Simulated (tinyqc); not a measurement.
Raman shift of the zone-centre optical phonon of a diamond-structure crystal under stress. Inputs raised by 5 %, one at a time. Computed by tinyqc, a small Python program. Command: `OMP_NUM_THREADS=1 python tinyqc.py 3015808 3015809 out.jsonl ramanstress sens`. One thread of a shared host (Intel(R) Xeon(R) Processor @ 2.30GHz), about 0.01 s of CPU time with the checks.

Axes x, y, z are the cube axes. Strain shifts the threefold optical mode and can split it; p, q and r are the phonon deformation potentials.

Inputs (values chosen for the exercise, modelled on germanium):

| quantity | value | unit |
|---|---|---|
| unstrained frequency omega_0 | 300.7 | 1/cm |
| p/omega_0^2 | -1.4 | - |
| q/omega_0^2 | -1.96 | - |
| r/omega_0^2 | -1.11 | - |
| C11 | 130 | GPa |
| C12 | 48.62 | GPa |
| C44 | 66.71 | GPa |
| stress sigma (tension positive) | 0.3 | GPa |
| polarisation angle phi | 75 | degree |
| temperature coefficient d omega/dT | -0.017 | 1/(cm K) |
| local temperature T | 360 | K |
| laser wavelength | 632.8 | nm |

Stress state: hydrostatic. Axis: none.

Constants: h = 6.62607015e-34 J s; c = 299792458 m/s; k_B = 1.380649e-23 J/K.

Method:
- S11 = (C11 + C12)/D, S12 = -C12/D, D = (C11 - C12)(C11 + 2 C12), S44 = 1/C44.
- Hydrostatic stress: sigma_ij = sigma delta_ij.
- eps_xx = S11 sigma_xx + S12 (sigma_yy + sigma_zz), and cyclic; eps_xy = S44 sigma_xy/2 (tensor strain).
- Secular matrix: M_xx = p eps_xx + q (eps_yy + eps_zz), M_xy = 2 r eps_xy; its eigenvalues are omega^2 - omega_0^2, and the shifts are these over 2 omega_0.
- Backscattering from a (001) surface: incident polarisation (cos phi, sin phi, 0). With Raman tensors (R_z)_xy = (R_z)_yx = 1 and cyclic, only the z component u_z of a mode counts: I = u_z^2 sin^2(2 phi) for parallel and u_z^2 cos^2(2 phi) for crossed polarisers. An unresolved line sits at the intensity-weighted shift, which is M_zz/(2 omega_0).
- A temperature above 300 K shifts the line by (d omega/dT)(T - 300 K); divided by the shift per stress it poses as a stress; the total shift adds it to the shift of the observed line. The anti-Stokes to Stokes ratio is [(omega_L + omega_0)/(omega_L - omega_0)]^3 exp(-h c omega_0/(k_B T)) in photon counts, omega_L = 1/wavelength, resonance effects left out.

Runs:

| input moved | from | to | shift of the observed line (1/cm) | volume strain (per mille) | anti-Stokes/Stokes ratio | total shift (1/cm) |
|---|---|---|---|---|---|---|
| base run | - | - | -1.0560 | 3.9606 | 0.33703 | -2.0760 |
| p/omega_0^2 | -1.4 | -1.47 | -1.0699 | 3.9606 | 0.33703 | -2.0899 |
| q/omega_0^2 | -1.96 | -2.058 | -1.0949 | 3.9606 | 0.33703 | -2.1149 |
| r/omega_0^2 | -1.11 | -1.1655 | -1.0560 | 3.9606 | 0.33703 | -2.0760 |
| C11 (GPa) | 130 | 136.5 | -1.0266 | 3.8504 | 0.33703 | -2.0466 |
| C12 (GPa) | 48.62 | 51.051 | -1.0338 | 3.8776 | 0.33703 | -2.0538 |
| C44 (GPa) | 66.71 | 70.0455 | -1.0560 | 3.9606 | 0.33703 | -2.0760 |
| stress sigma (tension positive) (GPa) | 0.3 | 0.315 | -1.1088 | 4.1586 | 0.33703 | -2.1288 |

Exponents ln(y'/y) / ln(x'/x):

| input | shift of the observed line | volume strain | anti-Stokes/Stokes ratio | total shift |
|---|---|---|---|---|
| p/omega_0^2 | 0.268 | 0.000 | 0 | 0.137 |
| q/omega_0^2 | 0.742 | 0.000 | 0 | 0.381 |
| r/omega_0^2 | 0.000 | 0.000 | 0 | 0.000 |
| C11 | -0.578 | -0.578 | 0 | -0.292 |
| C12 | -0.434 | -0.434 | 0 | -0.220 |
| C44 | 0.000 | 0.000 | 0 | 0.000 |
| stress sigma (tension positive) | 1.000 | 1.000 | 0 | 0.515 |

Which inputs matter most for each result?

Among the inputs moved here: shift of the observed line answers most in size to stress sigma (tension positive) (exponent +1.000), next to q/omega_0^2 (+0.742); its exponent is below 0.0005 for r/omega_0^2, C44. Its exponent 0.000 in r/omega_0^2: M_zz holds no shear strain. Its exponent 0.000 in C44: M_zz holds no shear strain. Volume strain answers most in size to stress sigma (tension positive) (exponent +1.000), next to C11 (-0.578); its exponent is below 0.0005 for p/omega_0^2, q/omega_0^2, r/omega_0^2, C44. anti-Stokes/Stokes ratio hardly depends on these (all exponents below 0.005). Total shift answers most in size to stress sigma (tension positive) (exponent +0.515), next to q/omega_0^2 (+0.381); its exponent is below 0.0005 for r/omega_0^2, C44.

Caution (all rows): this stress has components normal to the (001) face, so it cannot reach a free (001) surface; it can act on buried material.
